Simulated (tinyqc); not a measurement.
## Ideality, resistance and saturation current from three points

Inverse problem. Well above I0 a diode obeys V = n Vt ln(I/I0) + Rs I. Find n, Rs and I0.

Parameters, values chosen for the exercise: temperature T = 200 K.

Constants: q = 1.602176634e-19 C, kB = 1.380649e-23 J/K, Vt = kB T/q. Results are converted to the units shown.

I (A): 0.0016  0.02  0.24
V (V): 0.46376333  0.52809404  0.71454242

Answer. The equation is linear in a = n Vt, Rs and c = -a ln I0; three points give a 3 x 3 system.

n = 1.22
Rs = 0.610 ohm
I0 = 4.42e-13 A

Numbers from tinyqc (`OMP_NUM_THREADS=1 python tinyqc.py 2640121 2640122 out.jsonl`; about 0.01 s on one thread of a shared Intel Xeon 2.30GHz).
